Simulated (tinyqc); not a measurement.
Worked calculation: strained quantum well: band edges, subbands and transparency. Values are carried at full precision from step to step, so a last printed digit may differ when a step is redone from the rounded ones.

Growth on (001), barriers unstrained: tr(e) = e (2 - nu2), Z = b e (1 + nu2); Ec = Ev + Eg + ac tr(e), E_HH = Ev + av tr(e) + Z, E_LH = Ev + av tr(e) - Z (coupling to the split-off band left out).

Constants: hbar^2/2m0 = 3.80998211 eV angstrom^2; hc = 1239.841984 eV nm; kB = 8.617333262e-05 eV/K.

Inputs chosen for the exercise (near those of an InGaAs/InP well; the results hold for these values, not for the real material):
- e = -0.0065 (strain in the plane)
- nu2 = 1.013 (2 C12/C11)
- Eg = 0.622 eV (unstrained gap of the well)
- Ev = -0.579 eV (its valence edge)
- ac = -5.85 eV
- av = 1.06 eV (Ev moves by av tr(e))
- b = -1.87 eV (shear potential)
- Egb = 1.352 eV (gap of the barrier)
- Evb = -0.94 eV (its valence edge)
- L = 68 angstrom (well width)
- me = 0.0391 m0 (electron mass)
- g1 = 15.18 (gamma1)
- g2 = 6.12 (gamma2)
- meb = 0.08 m0
- g1b = 5.08
- g2b = 1.6
- T = 300 K (temperature)
- Br = 1.7 x 1e-4 cm^2/s (two-dimensional radiative coefficient)

## Strained band edges and offsets

Give tr(e), Z, the edges Ec, E_HH, E_LH and the well depths against the barrier.

tr(e) = -0.00642
Z = 0.0245 eV

Ec, E_HH, E_LH (eV): [0.0805, -0.5613, -0.6103]

depths for e, HH, LH (eV): [0.3315, 0.3787, 0.3297]

The well is under compression, which puts HH on top, by 49 meV; the gap becomes 0.6419 eV, +20 meV from the unstrained one.

## Subband edges

Masses along z: me, 1/(g1 - 2 g2) for HH, 1/(g1 + 2 g2) for LH, likewise in the barrier; in the plane me, 1/(g1 + g2) for HH and 1/(g1 - g2) for LH (no mixing, which understates the hole masses away from k = 0). Level n solves k L + 2 atan[(k/m)/(kappa/mb)] = n pi, k = sqrt(m E/c), kappa = sqrt(mb (V - E)/c), c = hbar^2/2m0.

Up to three electron, four HH and two LH levels, on the common energy scale, with their masses in the plane.

Subbands:
```
level   E (eV)  m in the plane
e1      0.1526          0.0391
e2      0.3666          0.0391
hh1    -0.5779          0.0469
hh2    -0.6278          0.0469
lh1    -0.6743          0.1104
hh3    -0.7105          0.0469
hh4    -0.8235          0.0469
lh2    -0.8969          0.1104
```

lowest transition = 0.7305 eV
wavelength hc/E = 1697.1 nm

The top hole level is hh1, so the edge is mainly TE polarised; hh2 lies 50 meV lower.

## Transparency density

Transparency (Bernard-Duraffourg): Fc - Fv equals the lowest transition energy with n = p, n = sum m/(2 pi c) kB T ln(1 + exp((Fc - E)/kB T)) and p likewise over the listed subbands; c = hbar^2/2m0, 1/angstrom^2 = 1e16/cm^2.

Solve for u = (Fc - e1)/kB T; give n_tr, the share of holes in the top subband and the current e Br n_tr^2 (e = 1.602177e-19 C).

u = 0.291
n_tr = 0.359 x 1e12/cm^2
share = 0.789
current density = 3.5 A/cm^2

For mirror-image bands u = 0 and n_tr = me kB T ln2/(2 pi c) = 0.293 x 1e12/cm^2; the heavier or more numerous hole states raise it by a factor 1.23.

## Checks

- Transparency for equal single subbands against m kB T ln2/(2 pi c): both 0.3743.

Computed by tinyqc, a small Python program: `OMP_NUM_THREADS=1 python tinyqc.py 1251438 1251439 out.jsonl` (the numbers bound the seed that draws the inputs); one thread of a shared host (Intel(R) Xeon(R) Processor @ 2.30GHz), about 0.01 s for the whole set of steps.
